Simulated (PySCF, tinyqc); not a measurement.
MP2 on RHF in the sto-3g basis, for H6, spin multiplicity 1, step by step. The lowest restricted solution is unstable here: a spin-polarised one lies 0.0472 hartree lower (PySCF). One step of it, computed by the program tinyqc.

Question. Orthogonalisation. S = U s U^T; symmetric (Loewdin) form X = U s^(-1/2) U^T, so that X^T S X = 1.

overlap S:
```
          1H 1s     2H 1s     3H 1s     4H 1s     5H 1s     6H 1s
1H 1s  1.000000  0.435762  0.116120  0.014067  0.001631  0.000070
2H 1s  0.435762  1.000000  0.551589  0.116312  0.021369  0.001635
3H 1s  0.116120  0.551589  1.000000  0.436307  0.116120  0.014067
4H 1s  0.014067  0.116312  0.436307  1.000000  0.550968  0.116120
5H 1s  0.001631  0.021369  0.116120  0.550968  1.000000  0.436307
6H 1s  0.000070  0.001635  0.014067  0.116120  0.436307  1.000000
```

Give: eigenvalues of S; X.

Answer.

eigenvalues of S: 0.2520  0.3863  0.7173  1.0122  1.5729  2.0593

X:
```
         1H 1s    2H 1s    3H 1s    4H 1s    5H 1s    6H 1s
1H 1s   1.0901  -0.2817   0.0587  -0.0082   0.0020  -0.0003
2H 1s  -0.2817   1.2679  -0.4040   0.0669  -0.0143   0.0020
3H 1s   0.0587  -0.4040   1.2772  -0.3205   0.0669  -0.0082
4H 1s  -0.0082   0.0669  -0.3205   1.2767  -0.4033   0.0587
5H 1s   0.0020  -0.0143   0.0669  -0.4033   1.2677  -0.2821
6H 1s  -0.0003   0.0020  -0.0082   0.0587  -0.2821   1.0903
```
